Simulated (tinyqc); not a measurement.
# Surface potential of a MOS transistor: implicit equation and explicit approximations: effect of the acceptor density at fixed gate voltage

p-type body, charge-sheet picture, depletion and inversion only, full ionisation (an idealisation for deep acceptors), Boltzmann statistics (rough once Na exp(x - xn) passes about Nc/7). In units of Vt: xg = (Vg - Vfb)/Vt, x = psi/Vt, G = gamma/sqrt(Vt), xn = (2 phiF + Vc)/Vt. The implicit equation is (xg - x)^2 = G^2 [x - 1 + exp(x - xn)] for x above about 3. Cox = eps0 eox/tox.

ni = sqrt(Nc Nv) exp(-Eg/(2 Vt)), Eg in volts; phiF = Vt ln(Na/ni); gamma = sqrt(2 q eps0 eps_r Na)/Cox; VT = Vfb + Vt (xn + G sqrt(xn - 1)). Depletion value a = 1 + [sqrt(G^2/4 + xg - 1) - G/2]^2; inversion value b = xn + ln[(xg - xn)^2/G^2 - xn + 1] and first guess y = min(a, b) - ln(1 + exp(-|a - b|)) if a > xn + 1, else b = y = a; one second-order correction with D = exp(y - xn), p = 2 (xg - y) + G^2 (1 + D), w = (xg - y)^2 - G^2 (y - 1 + D): z = y + 2 w/(p + sqrt(p^2 - 2 (2 - G^2 D) w)), or the Newton step z = y + w/p where the root is not real. N_inv = (Cox Vt G/q) [sqrt(x - 1 + exp(x - xn)) - sqrt(x - 1)] at the root. Lambert form (Cox m Vt/q) W0[(G/(2 m sqrt(xn - 1))) exp((Vg - VT)/(m Vt))], m = 1 + G/(2 sqrt(xn - 1)). Errors under 1e-4 mV, and the linear form below VT, are printed as 0. Vfb is held fixed.

Inputs (values chosen for the exercise); band and dielectric values close to those of germanium:

| symbol | value | unit | meaning |
|---|---|---|---|
| T | 350 | K | temperature |
| Eg | 0.664 | eV | band gap |
| eps_r | 15.9 |  | relative permittivity |
| Nc | 1.3e19 | cm^-3 | conduction-band density of states at T |
| Nv | 7.65e18 | cm^-3 | valence-band density of states at T |
| eox | 3.9 |  | relative permittivity of the gate insulator (close to silicon dioxide) |
| tox | 1.5 | nm | insulator thickness |
| Vfb | -0.72 | V | flat-band voltage |
| Vc | 0 | V | channel-body voltage |
| Vg | -0.1 | V | gate-body voltage |

Constants: q = 1.602176634e-19 C, kB = 1.380649e-23 J/K, Vt = kB T/q, eps0 = 8.8541878128e-14 F/cm where lengths are in cm. Results are converted to the units shown.

Result of one run:
```
psi (V)	x - xn	error of y (mV)	error of z (mV)	N_inv (cm^-2)	Cox (Vg - VT)/q (cm^-2)	Lambert form (cm^-2)
0.4411	-2.602	0.398	0	6.963e9	0	6.278e9
```

Which acceptor density Na gave this result: 8.3e15, 4e16, 8.7e16, 1.9e17 or 9.1e17 cm^-3?

Na = 9.1e17 cm^-3.

The whole series:
```
Na (cm^-3)	psi (V)	x - xn	error of y (mV)	error of z (mV)	N_inv (cm^-2)	Cox (Vg - VT)/q (cm^-2)	Lambert form (cm^-2)
8.3e15	0.4525	7.172	49.1	23.2	2.158e12	5.341e12	2.915e12
1.8e16	0.4690	6.171	46.6	21.0	1.796e12	4.560e12	2.340e12
4e16	0.4847	5.094	41.8	16.9	1.378e12	3.691e12	1.722e12
8.7e16	0.4972	3.952	32.3	9.88	9.198e11	2.748e12	1.099e12
1.9e17	0.5021	2.553	15.7	-0.527	4.387e11	1.652e12	4.953e11
4.2e17	0.4860	0.4326	5.57	-5.61e-3	9.126e10	3.052e11	9.428e10
9.1e17	0.4411	-2.602	0.398	0	6.963e9	0	6.278e9
2e18	0.3770	-6.303	0.0143	0	2.780e8	0	1.922e8
```

As Na goes from 8.3e15 to 2e18, psi goes from 0.453 through a maximum of 0.502 (at Na = 1.9e17 among the rows listed) to 0.377 V, x - xn falls from 7.17 to -6.30 and N_inv falls from 2.16e12 to 2.78e8 cm^-2. The Lambert form lies between 0.691 and 1.35 times N_inv. For Na = 8.3e15, 1.8e16, 4e16, 8.7e16, 1.9e17 the electron quasi-Fermi level lies less than 2 Vt below the band edge at the surface, or above it, where degeneracy and confinement, left out, matter.

Computed by the program tinyqc: `OMP_NUM_THREADS=1 python tinyqc.py 2122083 2122084 out.jsonl`, one thread of a shared Intel Xeon 2.30GHz, about 0.01 s for the whole run.
